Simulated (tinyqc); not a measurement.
Inside a calculation. Model: frequency dispersion of an accumulation capacitance by border traps, distributed model.

Computed by the program tinyqc: `OMP_NUM_THREADS=1 python tinyqc.py 2202189 2202190 out.jsonl`, one thread of a shared Intel Xeon 2.30GHz, about 0.6 s for the whole run. Printed values are rounded.

Traps spread evenly through the insulator exchange electrons with the semiconductor by tunnelling, with tau(x) = t0 exp(2 ka x) at depth x from the interface. The admittance per area Y seen at depth x obeys dY/dx = -Y^2/(i w eps0 eox) + q Nb ln(1 + i w tau)/tau, with Y(0) = i w Cs and w = 2 pi f; the gate sees Y(tox) = G + i w C. Working variable y = Y/(i w), in uF/cm^2. Cox = eps0 eox/tox.

Values chosen for this exercise; permittivity close to that of aluminium oxide: relative permittivity of the insulator eox = 8.56; insulator thickness tox = 10 nm; semiconductor capacitance in accumulation Cs = 0.88 uF/cm^2; density of border traps Nb = 5.8e19 cm^-3 eV^-1; decay constant of the wave function in the insulator ka = 5.7 1/nm; time constant of a trap at the interface t0 = 1e-10 s; frequency f = 1e6 Hz; depth down to which the steps are taken xe = 1.1 nm.

Constants: q = 1.602176634e-19 C, eps0 = 8.8541878128e-14 F/cm where lengths are in cm. Results are converted to the units shown.

## Scales and lumped estimate

Cox; trap-free value 1/(1/Cox + 1/Cs); response depth d = ln(1/(w t0))/(2 ka), where w tau = 1; lumped estimate: all traps within d act as C_bt = q Nb d placed at d/2, so C = 1/{1/[1/(1/Cs + d/(2 eps0 eox)) + C_bt] + (tox - d/2)/(eps0 eox)}.

Cox = 0.757918 uF/cm^2
trap-free C = 0.407205 uF/cm^2
d = 0.646707 nm
C_bt = 0.600961 uF/cm^2
lumped C = 0.508436 uF/cm^2

The traps within reach amount to 0.683 Cs and lie in the first 6.47 % of the insulator.

## Midpoint steps through the active depth

In terms of y: dy/dx = -y^2/(eps0 eox) + s(x), s = q Nb ln(1 + z)/z, z = i w tau. 10 midpoint steps of h = xe/10: y_half = y + (h/2) y'(x, y), y(new) = y + h y'(x + h/2, y_half).

```
point  x (nm)    s (uF/(cm^2 nm))       y (uF/cm^2)
0           0  0.929262-0.000292i  0.88000+0.00000i
1        0.11  0.929261-0.001023i  0.96979-0.00006i
2        0.22  0.929244-0.003585i  1.05708-0.00027i
3        0.33  0.929036-0.012559i  1.14173-0.00099i
4        0.44  0.926496-0.043830i  1.22354-0.00352i
5        0.55  0.897205-0.146354i  1.30153-0.01223i
6        0.66  0.687493-0.341848i  1.36699-0.03831i
7        0.77  0.303161-0.326960i  1.39246-0.07706i
8        0.88  0.097606-0.173110i  1.38363-0.10060i
9        0.99  0.028779-0.072628i  1.36221-0.10885i
10        1.1  0.008288-0.027365i  1.33762-0.10946i
```

## Capacitance and conductance at the gate

y at xe = 1.33762-0.10946i uF/cm^2

Beyond xe the traps are ignored, so 1/y(tox) = 1/y(xe) + (tox - xe)/(eps0 eox); C = Re y, G/w = -Im y, loss tangent G/(w C).

y at the gate = 0.521154-0.016522i uF/cm^2
C = 0.521154 uF/cm^2
G/w = 0.0165220 uF/cm^2
loss tangent = 0.0317027

A fine integration over the whole insulator gives C = 0.52142 and G/w = 0.01694 uF/cm^2; the coarse G/w is 2.5 % below that. The fine C is 28 % above the trap-free value, and the lumped estimate is 2.5 % below the fine result.
